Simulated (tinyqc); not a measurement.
Hubbard ring of 5 sites, step by step. One step of it, computed by the program tinyqc.

Task: Mean-field iteration 3. H(up) = T + U n(down), H(down) = T + U n(up); fill the lowest levels; n(new) = n + mixing (n(out) - n); E = tr T (rho up + rho down) + U sum n_up n_down of the output.

one-body matrix (hopping and site energies) (eV), order 1, 2, 3, 4, 5:
$$\begin{pmatrix}
-0.810000 & -1.120000 & 0.000000 & 0.000000 & -1.120000 \\
-1.120000 & -0.230000 & -1.120000 & 0.000000 & 0.000000 \\
0.000000 & -1.120000 & -0.070000 & -1.120000 & 0.000000 \\
0.000000 & 0.000000 & -1.120000 & -0.680000 & -1.120000 \\
-1.120000 & 0.000000 & 0.000000 & -1.120000 & 0.890000
\end{pmatrix}$$

U = 8.600000 eV

electrons, up and down: [4, 2]

mixing = 1

n(up) after iteration 2: 1 0.991051, 2 0.406821, 3 0.956937, 4 0.651964, 5 0.993228

n(down) after iteration 2: 1 0.044289, 2 0.956537, 3 0.180910, 4 0.723942, 5 0.094323

Give: levels, up; levels, down; energy; n(up) after iteration 3; n(down) after iteration 3.

Result:

levels, up (eV): [-1.074, 1.027, 1.915, 6.096, 8.336]

levels, down (eV): [2.733, 4.417, 7.353, 8.775, 10.221]

energy = 5.623 eV

n(up) after iteration 3: 1 0.984, 2 0.049, 3 0.971, 4 0.996, 5 1.000

n(down) after iteration 3: 1 0.050, 2 0.919, 3 0.096, 4 0.887, 5 0.047
